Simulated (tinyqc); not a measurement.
Inside a calculation. Method: empirical pseudopotential in a few plane waves. One step of it, computed by the program tinyqc.

Task: Levels at G. Diagonalise the Hermitian matrix.

H(k) at G (eV), lower triangle:
```
           +0+0+0     -1-1-1     -1-1+1     -1+1-1     -1+1+1     +1-1-1     +1-1+1     +1+1-1
+0+0+0   0.000000
-1-1-1   1.856791  11.261507
-1-1+1  -1.856791   0.000000  11.261507
-1+1-1  -1.856791   0.000000   0.027211  11.261507
-1+1+1  -1.856791  -0.027211   0.000000   0.000000  11.261507
+1-1-1  -1.856791   0.000000   0.027211   0.027211   0.000000  11.261507
+1-1+1  -1.856791  -0.027211   0.000000   0.000000   0.027211   0.000000  11.261507
+1+1-1  -1.856791  -0.027211   0.000000   0.000000   0.027211   0.000000   0.027211  11.261507
+1+1+1   1.856791   0.000000  -0.027211  -0.027211   0.000000  -0.027211   0.000000   0.000000
-2+0+0   0.000000  -1.856791  -1.856791  -1.856791   1.856791   0.481034  -0.481034  -0.481034
+0-2+0   0.000000  -1.856791  -1.856791   0.481034  -0.481034  -1.856791   1.856791  -0.481034
+0+0-2   0.000000  -1.856791   0.481034  -1.856791  -0.481034  -1.856791  -0.481034   1.856791
+0+0+2   0.000000  -0.481034   1.856791  -0.481034  -1.856791  -0.481034  -1.856791   0.481034
+0+2+0   0.000000  -0.481034  -0.481034   1.856791  -1.856791  -0.481034   0.481034  -1.856791
+2+0+0   0.000000  -0.481034  -0.481034  -0.481034   0.481034   1.856791  -1.856791  -1.856791

           +1+1+1     -2+0+0     +0-2+0     +0+0-2     +0+0+2     +0+2+0     +2+0+0
+1+1+1  11.261507
-2+0+0  -0.481034  15.015342
+0-2+0  -0.481034   0.027211  15.015342
+0+0-2  -0.481034   0.027211   0.027211  15.015342
+0+0+2  -1.856791  -0.027211  -0.027211   0.000000  15.015342
+0+2+0  -1.856791  -0.027211   0.000000  -0.027211   0.027211  15.015342
+2+0+0  -1.856791   0.000000  -0.027211  -0.027211   0.027211   0.027211  15.015342
```

Give: eigenvalues.

Result:

eigenvalues (eV): -2.0581  8.0814  8.0814  8.0814  8.1066  11.2343  11.2343  11.2343  13.4013  14.9609  14.9609  18.1682  18.1682  18.1682  18.3607
